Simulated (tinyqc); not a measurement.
A chain with uneven site energies and dephasing by Buettiker voltage probes: two steps of the calculation.

Sites 1 to 6 form a chain with hopping -t. Lead L joins site 1 and lead R site 6, both semi-infinite chains with hopping -t and site energy 0. Every site carries a probe with self-energy -i Gamma_p/2 that draws no net current. Linear response at zero temperature: mu_L = 1, mu_R = 0 in units of the bias.

Values chosen for this exercise:

| symbol | value | unit | meaning |
|---|---|---|---|
| t | 2.2 | eV | hopping (matrix element -t) |
| U | [2.26, -2.2, 0.07, -0.23, -0.97, 2.59] | eV | site energies 1 to N |
| E | 2.84 | eV | Fermi energy |
| gp | 0.78 | eV | probe broadening Gamma_p |

Constants: q = 1.602176634e-19 C, h = 6.62607015e-34 J s. Results are converted to the units shown.

Problem 1. Green function. Sigma = t^2 g(E), g(x) = (x - i sqrt(4 t^2 - x^2))/(2 t^2) for |x| < 2 t and (x - sign(x) sqrt(x^2 - 4 t^2))/(2 t^2) otherwise; Gamma = -2 Im Sigma; G = (E - H - Sigma_L - Sigma_R + i Gamma_p/2)^(-1).

Wanted: Sigma; Gamma; G.

Solution 1.

Sigma = 1.420-1.680i eV
Gamma = 3.361 eV

G (1/eV):
```
                 1                2                3                4
1  -0.1433-0.2644i   0.1510+0.0339i  -0.1966+0.1600i   0.1249-0.2005i
2   0.1510+0.0339i   0.0895-0.1292i   0.0755+0.2461i  -0.1410-0.1941i
3  -0.1966+0.1600i   0.0755+0.2461i   0.0673-0.7372i   0.1636+0.6702i
4   0.1249-0.2005i  -0.1410-0.1941i   0.1636+0.6702i   0.0538-0.6787i
5  -0.0133+0.0976i   0.0868+0.0498i  -0.1768-0.2270i   0.0956+0.2674i
6  -0.0847+0.0338i  -0.0006+0.0926i   0.1023-0.2457i  -0.1719+0.1987i

                 5                6
1  -0.0133+0.0976i  -0.0847+0.0338i
2   0.0868+0.0498i  -0.0006+0.0926i
3  -0.1768-0.2270i   0.1023-0.2457i
4   0.0956+0.2674i  -0.1719+0.1987i
5   0.0909-0.1631i   0.1727-0.0011i
6   0.1727-0.0011i  -0.1274-0.2275i
```

Problem 2. Probe potentials and effective transmission. No current into probe p: W mu = T_pL with W_pp = T_pL + T_pR + sum_q T_pq and W_pq = -T_pq. Then T_eff = T_RL + sum_p T_pR mu_p, and the resistance is (h/2q^2)/T_eff.

T_RL = 0.093838241

```
probe        T_pL        T_pR
1      0.23709996  0.02177925
2      0.06277949  0.02246313
3      0.16844988  0.18574539
4      0.14628670  0.18091424
5      0.02544787  0.07819721
6      0.02177925  0.17819949
```

T_pq:
```
            1           2           3           4           5           6
1  0.00000000  0.01457071  0.03909613  0.03395220  0.00590629  0.00505482
2  0.01457071  0.00000000  0.04032377  0.03501831  0.00609175  0.00521355
3  0.03909613  0.04032377  0.00000000  0.28956297  0.05037206  0.04311030
4  0.03395220  0.03501831  0.28956297  0.00000000  0.04906191  0.04198902
5  0.00590629  0.00609175  0.05037206  0.04906191  0.00000000  0.01814907
6  0.00505482  0.00521355  0.04311030  0.04198902  0.01814907  0.00000000
```

Wanted: W; mu_p; T_eff; resistance.

Solution 2.

W:
```
         1        2        3        4        5        6
1   0.3575  -0.0146  -0.0391  -0.0340  -0.0059  -0.0051
2  -0.0146   0.1865  -0.0403  -0.0350  -0.0061  -0.0052
3  -0.0391  -0.0403   0.8167  -0.2896  -0.0504  -0.0431
4  -0.0340  -0.0350  -0.2896   0.7768  -0.0491  -0.0420
5  -0.0059  -0.0061  -0.0504  -0.0491   0.2332  -0.0181
6  -0.0051  -0.0052  -0.0431  -0.0420  -0.0181   0.3135
```

mu_p, probe 1 to 6: 0.7931  0.6065  0.4734  0.4627  0.3633  0.2405
T_eff = 0.3676
resistance = 35.11 kohm

Computed by the program tinyqc: `OMP_NUM_THREADS=1 python tinyqc.py 2700105 2700106 out.jsonl`, one thread of a shared Intel Xeon 2.30GHz, about 0.01 s for the whole run.
